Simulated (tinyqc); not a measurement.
## Long-channel MOSFET, surface-potential model: effect of the acceptor density of the body

n-channel transistor on a uniformly doped p-type body, gradual-channel approximation, constant mobility, Boltzmann statistics, full ionisation. Potentials are counted from the neutral body; V is the electron quasi-Fermi potential, Vsb at the source and Vsb + Vds at the drain. Charges are magnitudes per area.

ni = sqrt(Nc Nv) exp(-Eg/(2 Vt)), Eg in volts; phiF = Vt ln(Na/ni); Cox = eps0 eox/tox; gamma = sqrt(2 q eps0 eps_r Na)/Cox. The surface potential psi at channel potential V solves Vgs + Vsb - Vfb - psi = gamma sqrt(G), G = psi - Vt + Vt exp((psi - 2 phiF - V)/Vt). Charge sheet: Qi = Cox gamma [sqrt(G) - sqrt(psi - Vt)]; I = mu (W/L) [integral of Qi dpsi from psi_0 to psi_L (drift) + Vt (Qi0 - QiL) (diffusion)], with psi_0 at V = Vsb and psi_L at V = Vsb + Vds. VT = Vfb + 2 phiF + gamma sqrt(2 phiF + Vsb), m = 1 + gamma/(2 sqrt(2 phiF + Vsb)). The swing is 20 mV/log10[I(VT - 0.14 V)/I(VT - 0.16 V)] of the charge-sheet current at the given Vds.

Values chosen for this exercise; material values close to those of gallium arsenide: temperature T = 300 K; band gap Eg = 1.43 eV; relative permittivity of the semiconductor eps_r = 12.9; conduction-band density of states at T Nc = 4.45e17 cm^-3; valence-band density of states at T Nv = 8.86e18 cm^-3; relative permittivity of the gate insulator eox = 24.2; insulator thickness tox = 50 nm; flat-band voltage Vfb = -0.63 V; channel mobility mu = 290 cm^2/(V s); gate width W = 5 um; gate length L = 10 um; source-body reverse bias Vsb = 0.5 V; gate-source voltage Vgs = 1.35 V; drain-source voltage Vds = 1.2 V.

Constants: q = 1.602176634e-19 C, kB = 1.380649e-23 J/K, Vt = kB T/q, eps0 = 8.8541878128e-14 F/cm where lengths are in cm. Results are converted to the units shown.

Results:
```
Na (cm^-3)	gamma (V^0.5)	VT (V)	m	swing (mV/decade)	I at Vgs, Vds (uA)
5.9e15	0.1084	0.6376	1.042	62.76	8.885
1.1e16	0.1481	0.7222	1.057	63.69	6.734
2e16	0.1996	0.8220	1.077	64.89	4.543
3.7e16	0.2715	0.9506	1.103	66.56	2.361
1.3e17	0.5090	1.340	1.190	71.97	0.01155
2.4e17	0.6916	1.624	1.256	76.09	3.242e-6
```

Estimate the missing row, Na = 6.9e16 cm^-3.

Computed row:
```
Na (cm^-3)	gamma (V^0.5)	VT (V)	m	swing (mV/decade)	I at Vgs, Vds (uA)
6.9e16	0.3708	1.118	1.140	68.83	0.6453
```

With this row back in the table: As Na goes from 5.9e15 to 2.4e17 cm^-3, VT rises from 0.638 to 1.62 V, the swing rises from 62.8 to 76.1 mV a decade and the current falls from 8.88 to 3.24e-6 uA. The swing is 1.1 % above m Vt ln 10 in the first row and 1.7 % above it in the last. The gate voltage is below VT in 1 of the 7 rows. For Na = 5.9e15 to 1.3e17 cm^-3 the surface electron density at the source passes 0.3 Nc, where degeneracy and quantisation, left out here, matter.

tinyqc, about 0.07 s, one thread, Intel Xeon 2.30GHz (shared host): `OMP_NUM_THREADS=1 python tinyqc.py 2360158 2360159 out.jsonl`
